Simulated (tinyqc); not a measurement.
# Chip with leakage that grows with temperature, electro-thermal loop and runaway, step by step

tinyqc, about 0.01 s, one thread, Intel Xeon 2.30GHz (shared host): `OMP_NUM_THREADS=1 python tinyqc.py 2520059 2520060 out.jsonl` Printed values are rounded.

One temperature T for the device, T = T0 + Rth P(T), with P(T) = Pd + Pl (T/300 K)^2 exp[(q Ea/kB)(1/(300 K) - 1/T)]. The loop gain is Rth dP/dT; a solution is thermally stable when it is below one.

Values chosen for this exercise:
```
symbol,value,unit,meaning
T0,340,K,ambient temperature
Pd,0.89,W,temperature-independent switching power
Pl,0.00795,W,leakage power at 300 K
Ea,0.43,eV,activation energy of the leakage
Rth,30,K/W,thermal resistance
```

Constants: q = 1.602176634e-19 C, kB = 1.380649e-23 J/K. Results are converted to the units shown.

## Iteration 1: temperature by substitution

T at the start = 340 K

P(T) = Pd + Pl (T/300 K)^2 exp[(q Ea/kB)(1/(300 K) - 1/T)]; T(new) = T0 + Rth P(T).

P = 0.962265 W
T after iteration 1 = 368.868 K

## Iteration 2: temperature by substitution

As before.

P = 1.15825 W
T after iteration 2 = 374.747 K

## Course of the iteration: temperature by substitution

Stop when T changes by less than 1e-6 K, or after 200 iterations.

Course of the iteration:
```
iteration    T (K)  |change| (K)
1          368.868          28.9
2          374.747          5.88
3          376.970          2.22
4          377.941         0.971
5          378.389         0.449
6          378.602         0.213
7          378.704         0.102
8          378.753        0.0492
9          378.777        0.0238
...            ...           ...
15         378.799       3.07e-4
16         378.799       1.49e-4
17         378.799       7.22e-5
18         378.799       3.50e-5
19         378.799       1.70e-5
20         378.799       8.22e-6
21         378.799       3.98e-6
22         378.799       1.93e-6
23         378.799       9.36e-7
```

Converged in 23 iterations. At the end each change is about 0.48 times the one before: linear convergence.

## Loop gain and effective thermal resistance

converged T = 378.799 K

P(T) = Pd + Pl (T/300 K)^2 exp[(q Ea/kB)(1/(300 K) - 1/T)]; P'(T) = (P - Pd)(2/T + q Ea/(kB T^2)); G = Rth P'. A small change of T0 changes T by 1/(1 - G) times as much.

P = 1.29331 W
G = 0.484650
dT/dT0 = 1.94043

The feedback is positive: heating raises the power. A second, unstable solution lies at 418.9 K; above it the temperature runs away.
